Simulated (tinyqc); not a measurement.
Time-dependent dielectric breakdown: cell percolation, Weibull statistics, area scaling and voltage extrapolation: one step, computed by the program tinyqc.

The oxide is divided into columns of area a^2, each holding m = t_ox/a cells (m is taken as continuous). A share lambda(t) = (t/t_1)^alpha of the cells is defective, and a column whose cells are all defective breaks down.

Problem. Weibull parameters from the cell model. Failure fraction F = 1 - (1 - lambda^m)^N with N = A/a^2 columns, which for small lambda^m is 1 - exp(-(t/t63)^beta) with beta = alpha m and t63 = t_1 N^(-1/beta); critical share lambda(t63) = N^(-1/m). 1 um^2 = 1e6 nm^2.

Inputs (values chosen for the exercise, for a model gate oxide):
```
quantity,value,unit
oxide thickness t_ox,1.4,nm
defect cell size a,1.2,nm
exponent alpha of defect growth,0.9,-
time t_1 at which the occupied share would reach 1,1.7e+08,s
test area A,9,um^2
```

Give: cells per column m; columns N; Weibull slope beta; characteristic life t63; critical share of defective cells.

Solution.

cells per column m = 1.167

columns N = 6.25e+06

Weibull slope beta = 1.05

characteristic life t63 = 57.30 s

critical share of defective cells = 1.496e-06

Times between F = 10 % and 90 % span a factor 18.9: the smaller beta = alpha m, the wider the scatter. Caution: t_1 is an input here; in a real oxide it changes with thickness at fixed voltage.
